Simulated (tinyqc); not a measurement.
Polytypes and stacking faults of a tetrahedral semiconductor in an axial Ising model with couplings up to third neighbours: one step, computed by the program tinyqc. Command: `OMP_NUM_THREADS=1 python tinyqc.py 3019420 3019421 out.jsonl polytype walk`. One thread of a shared host (Intel(R) Xeon(R) Processor @ 2.30GHz), about 0.01 s of CPU time with the checks.

Each double layer has s = +1 or -1 for the sense of its stacking step; E per pair of atoms = E0 - sum_n J_n <s_i s_(i+n)>, n = 1, 2, 3. Hexagonality h = (1 - <s_i s_(i+1)>)/2.

Task: Stacking-fault energies. Faults in 6H: the sequences single Shockley (42) (++++--), Frank-type (32) (+++--), Frank-type (43) (++++---) are put between perfect repeats; k_n = (layers x C_n of the host) - sum_i s_i s_(i+n). gamma = sum k_n J_n/A, A = (sqrt 3/2) a^2; 1 meV/angstrom^2 = 16.02177 mJ/m^2.

Inputs (values chosen for the exercise, for a model crystal): J1 = 0.831 meV/pair; J2 = -3.09 meV/pair; J3 = -0.19 meV/pair; basal lattice constant a = 3.08 angstrom.

Host polytype: 6H.

fault coefficients k_n, rows single Shockley (42), Frank-type (32), Frank-type (43), columns J1, J2, J3:
$$\begin{pmatrix}
0.000000 & 0.000000 & -4.000000 \\
0.666667 & 1.333333 & -2.000000 \\
-0.666667 & -1.333333 & -2.000000
\end{pmatrix}$$

Constants: 1 eV/angstrom^2 = 16.02176634 J/m^2.

Give: gamma; energy of the glide fault, single Shockley (42).

Result:

gamma (mJ/m^2): single Shockley (42) 1.482, Frank-type (32) -6.213, Frank-type (43) 7.695

energy of the glide fault, single Shockley (42) = 1.482 mJ/m^2

The cheapest is the Frank-type (32) fault, with a negative energy: the host is not the ground state of this model against it.
